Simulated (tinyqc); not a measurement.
Reverse leakage of an n+-p junction: diffusion, generation, trap-assisted and band-to-band tunnelling: one step of the calculation.

One-sided abrupt junction in the depletion approximation, x from the junction (0) to W on the p side, field F = F0 (1 - x/W). Flat quasi-Fermi levels, long p side. Traps generate through SRH with both lifetimes shortened by 1 + Gamma (Hurkx enhancement, form for moderate fields); band-to-band generation is local and needs a total bending above Eg.

Problem. Field, scales and diffusion current. ni = sqrt(Nc Nv) exp(-Eg/(2 Vt)), Eg in volts; Vbi = Vt ln(Na Nd/ni^2); W = sqrt(2 eps0 eps_r (Vbi + VR)/(q Na)); F0 = 2 (Vbi + VR)/W; FG = sqrt(24 mt m0 (kB T)^3)/(q hbar); J_diff = q ni^2 sqrt(Dn/tau)(1 - exp(-VR/Vt))/Na.

Inputs (values chosen for the exercise); band and dielectric values close to those of silicon:
```
symbol,value,unit,meaning
T,300,K,temperature
Eg,1.12,eV,band gap
eps_r,11.8,,relative permittivity
Nc,2.77e19,cm^-3,conduction-band density of states at T
Nv,2.62e19,cm^-3,valence-band density of states at T
Na,2.3e17,cm^-3,acceptor density of the lighter side
Nd,1e19,cm^-3,donor density of the heavier side
tau,2e-6,s,SRH lifetime of both carriers at zero field
mt,0.24,m0,tunnelling mass
Dn,25,cm^2/s,electron diffusion coefficient on the lighter side
VR,1.1,V,reverse bias
```

Constants: q = 1.602176634e-19 C, kB = 1.380649e-23 J/K, hbar = 1.054571817e-34 J s, m0 = 9.1093837015e-31 kg, Vt = kB T/q, eps0 = 8.8541878128e-14 F/cm where lengths are in cm. Results are converted to the units shown.

Wanted: ni; Vbi; W; F0; FG; J_diff.

Solution.

ni = 1.054e10 cm^-3
Vbi = 0.9712 V
W = 108.4 nm
F0 = 382.2 kV/cm
FG = 361.4 kV/cm
J_diff = 2.736e-13 A/cm^2

Range of the model: The n+ side is degenerate, so Vbi from Boltzmann statistics is only a guide.

Computed by the program tinyqc: `OMP_NUM_THREADS=1 python tinyqc.py 2290069 2290070 out.jsonl`, one thread of a shared Intel Xeon 2.30GHz, about 0.01 s for the whole run.
